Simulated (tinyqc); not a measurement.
What moves the results: sp3s* tight binding. A value that a table varies takes the place of the one given here.

sp3s* tight binding, nearest neighbours only: anion (a) at 0, cation (c) at a/4 (1,1,1), orbitals s, px, py, pz, s* on each; k in units of 2 pi/a. With phases e_j = exp(i (pi/2) k.n_j) for n = (1,1,1), (1,-1,-1), (-1,1,-1), (-1,-1,1): g0 = (e1+e2+e3+e4)/4, g1 = (e1+e2-e3-e4)/4, g2 = (e1-e2+e3-e4)/4, g3 = (e1-e2-e3+e4)/4. The diagonal holds the levels Esa, Epa, Exa (s*) and Esc, Epc, Exc. Anion-cation block: <sa|sc> = Vss g0; <sa|xc> = Vsapc g1; <xa|sc> = -Vscpa g1; <xa|xc> = Vxx g0; <xa|yc> = <ya|xc> = Vxy g3, <xa|zc> = <za|xc> = Vxy g2, <ya|zc> = <za|yc> = Vxy g1; <s*a|xc> = Vxapc g1; <xa|s*c> = -Vpaxc g1; y and z take g2 and g3 in place of g1; s-s* and s*-s* vanish.

Values chosen for the exercise (near a published set for Si, fitted to gaps, whose masses and valley positions are rough; not measured data): Esa = -4.176 eV (s level of the anion); Epa = 1.717 eV (p level of the anion); Esc = -4.176 eV (s level of the cation); Epc = 1.717 eV (p level of the cation); Exa = 6.651 eV (s* level of the anion); Exc = 6.651 eV (s* level of the cation); Vss = -8.249 eV (s-s); Vxx = 1.714 eV (px-px); Vxy = 4.596 eV (px-py); Vsapc = 5.692 eV (s anion, p cation); Vscpa = 5.692 eV (s cation, p anion); Vxapc = 5.356 eV (s* anion, p cation); Vpaxc = 5.356 eV (p anion, s* cation); eta = 3 (scaling exponent); D001 = 0.79 (ratio -ezz/exx).

## What the s* orbital does

The s* couplings Vxapc and Vpaxc are scaled by f; f = 0 is the plain sp3 model. Gaps from the top of the valence band at Gamma; the Delta value is the minimum on (x,0,0), 0.5 <= x <= 1.

Gaps (eV):
```
f      Gamma   Delta       L  x of the minimum
0.00  3.4280  4.0759  3.9872             0.500
0.25  3.4280  3.7867  3.8025             0.500
0.50  3.4280  3.1278  3.3868             0.563
0.75  3.4280  2.1751  2.9152             0.700
0.90  3.4280  1.5658  2.6409             0.724
1.00  3.4280  1.1594  2.4668             0.733
1.10  3.4280  0.7560  2.0857             0.737
```

The gap at Gamma stays, since g1 to g3 vanish there. From f = 0 to 1 the s* levels lower the Delta value by 2.916 eV and L by 1.520 eV. For f = 0 and 0.25 the least value lies at x = 0.5, the end of the range: any valley further out lies above that value until s* has lowered it enough. The lowest of the three is Gamma at f = 0 and the Delta line at f = 1.

## Hydrostatic strain (sp3s* tight binding, strained)

Strain e moves each bond vector to d = (1 + e) d0 (no internal displacement for the diagonal strains used here) and k is given in fractions of the strained reciprocal cell, so the phases stay. Two-centre values Vss_sigma = Vss/4, Vsp_sigma = sqrt3 V/4 for each s-p and s*-p pair, Vpp_sigma = (Vxx + 2 Vxy)/4, Vpp_pi = (Vxx - Vxy)/4 are scaled by (d0/d)^eta and combined with the new direction cosines; the levels on the diagonal stay.

exx = eyy = ezz = e. Gaps as measured from the top of the valence band; the deformation potentials are (gap(0.01) - gap(-0.01))/0.06.

Gaps (eV):
```
e       Gamma   Delta       L  x of the minimum
-0.03  3.7560  1.1854  2.5486             0.717
-0.02  3.6422  1.1773  2.5349             0.722
-0.01  3.5329  1.1686  2.5207             0.727
0.00   3.4280  1.1594  2.4668             0.733
0.01   3.3272  1.1497  2.3141             0.738
0.02   3.2303  1.1395  2.1669             0.744
0.03   3.1371  1.1289  2.0252             0.749
```

gap deformation potentials (eV): Gamma -3.429, Delta -0.315, L -3.445

Per unit of volume strain the gaps move by -3.43 (Gamma), -0.31 (Delta) and -3.44 eV (L). The lowest valley stays the Delta line over the range. These potentials follow from the one exponent eta, which fitted models replace by one for each integral; with it the sizes are rough, the sign for Delta can be wrong (in Si, Ge and the III-V crystals measured values are small and positive), and the pressures at which valleys cross, and which valley takes over, are rough too. A gap of zero, where one is listed, marks an s level that has sunk below the valence top.

## Biaxial strain splits the top of the valence band (sp3s* tight binding, strained)

No spin-orbit coupling; k = 0; exx = eyy = e, ezz = -D001 e. The four bonds keep equal lengths, and the sums over them give Vxx(e) for px and py and Vzz(e) for pz; each level is the lower root of [[Epa, V], [V, Epc]], and the s level the upper root of the s block. The shear potential b follows from E(x,y) - E(z) = 3 b (exx - ezz), taken as the slope between e = -0.005 and 0.005.

Couplings and levels at Gamma (eV):
```
e           ezz  Vxx(e)  Vzz(e)   E(x,y)     E(z)  E(x,y) - E(z) (meV)  upper s level
-0.020   0.0158  1.6415  1.9832   0.0755  -0.2662                341.7         4.2722
-0.010   0.0079  1.6788  1.8465   0.0382  -0.1295                167.7         4.1727
-0.005   0.0040  1.6967  1.7797   0.0203  -0.0627                 83.1         4.1229
0.005   -0.0040  1.7308  1.6493  -0.0138   0.0677                -81.5         4.0231
0.010   -0.0079  1.7470  1.5856  -0.0300   0.1314               -161.4         3.9731
0.020   -0.0158  1.7780  1.4614  -0.0610   0.2556               -316.6         3.8732
```

b = -3.064 eV

Under tension in the plane (e > 0) the bonds tilt towards the plane, Vxx grows to 1.7470 and Vzz falls to 1.5856 eV at e = 0.01, and the pz state forms the top of the valence band, by 161.4 meV; under compression (e = -0.01) the px, py pair does, by 167.7 meV. The slope gives b = -3.06 eV, a rough value, since on-site strain terms are left out (measured values lie near -2 eV).

## What each parameter does

Gaps from the top of the valence band at Gamma; Delta is the minimum on (x,0,0), 0.5 <= x <= 1. A change on one sublattice alone makes the two atoms unequal. Each row changes one parameter from the base and keeps the others.

Results:
```
case              Ev (eV)  gap Gamma (eV)  gap Delta (eV)  gap L (eV)
base               0.0030          3.4280          1.1594      2.4668
Vsapc = 5.992 eV   0.0030          3.4280          1.2298      2.4716
Esa = -4.476 eV    0.0030          3.4280          1.1337      2.3644
Vxy = 4.896 eV     0.0030          3.4280          1.1594      2.4178
Epc = 1.517 eV    -0.0999          3.4338          1.2151      2.5338
Vxapc = 5.656 eV   0.0030          3.4280          1.0417      2.3283
Exc = 6.351 eV     0.0030          3.4280          1.1012      2.3823
```

The largest shifts from the base row, up to three for each result and ties (the steps differ in size, so this ranks the rows, not the parameters). Ev (eV): Epc -0.1029; unchanged at the printed digits by Vsapc, Esa, Vxy, Vxapc and Exc. gap Gamma (eV): Epc +0.0058; unchanged at the printed digits by Vsapc, Esa, Vxy, Vxapc and Exc. gap Delta (eV): Vxapc -0.1177, Vsapc +0.0704, Exc -0.0582; unchanged at the printed digits by Vxy. gap L (eV): Vxapc -0.1385, Esa -0.1025, Exc -0.0845. Vsapc, Vxy, Vxapc and Exc cannot move Ev or the gap at Gamma, whose blocks do not hold them; s parameters never move Ev, and move the gap only where the lowest empty level at Gamma is s-like.

Computed by tinyqc, a small Python program: `OMP_NUM_THREADS=1 python tinyqc.py 1481647 1481648 out.jsonl` (the numbers bound the seed that draws the inputs); one thread of a shared host (Intel(R) Xeon(R) Processor @ 2.30GHz), about 0.09 s for the whole set of steps.
